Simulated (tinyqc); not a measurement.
Worked calculation: Hubbard ring of 5 sites. Computed by tinyqc, a small Python program that keeps every step. Settings: hopping = 1.49, U = 9.7, mixing = 1, iteration cap = 88. Command: `OMP_NUM_THREADS=1 python tinyqc.py 21196 21197 out.jsonl` (the two numbers bound the seeds that draw the settings). One thread of a shared host (Intel(R) Xeon(R) Processor @ 2.60GHz), about 0.3 s of CPU time with the checks.

one-body matrix (hopping and site energies) (eV), lower triangle:
```
           1          2          3          4         5
1  -0.400000
2  -1.490000   0.990000
3   0.000000  -1.490000  -0.150000
4   0.000000   0.000000  -1.490000  -0.060000
5  -1.490000   0.000000   0.000000  -1.490000  0.340000
```

U = 9.700000 eV

electrons, up and down: 3  2

n(up) at the start (a guess, not normalised): 1 0.900000, 2 0.300000, 3 0.900000, 4 0.300000, 5 0.900000

n(down) at the start (a guess): 1 0.100000, 2 0.700000, 3 0.100000, 4 0.700000, 5 0.100000

Each step fills the lowest levels of T + U n(other spin) and sets n(new) = n + mixing (n(out) - n); stop when output and input agree to 1e-8.

Course of the cycle:
```
iteration       E (eV)  largest |n(out) - n(in)|  mean |n_up - n_down|
1          -0.82743205                  2.26e-01              0.841849
2          -1.10029457                  6.23e-02              0.908045
3          -1.11198154                  8.34e-03              0.919182
4          -1.11230709                  1.74e-03              0.921044
5          -1.11231541                  2.02e-04              0.921329
6          -1.11231562                  4.19e-05              0.921375
7          -1.11231562                  5.13e-06              0.921382
8          -1.11231562                  1.03e-06              0.921384
9          -1.11231562                  1.31e-07              0.921384
10         -1.11231562                  2.56e-08              0.921384
11         -1.11231562                  3.32e-09              0.921384
```

Can the last value be used, and what does the course show?

No, though the log alone does not show it. Converged in 11 iterations. But random starts reach -1.11685 eV, so this is another stationary point, not the lowest one. Reruns (cap 100 unless said): mixing 0.2: converged in 93 to a higher stationary point (E = -1.11232); mixing 0.5: converged in 32 to a higher stationary point (E = -1.11232); mixing 0.9: converged in 14 to a higher stationary point (E = -1.11232). Before convergence this energy mixes input and output and is not variational, so it may rise towards its limit.
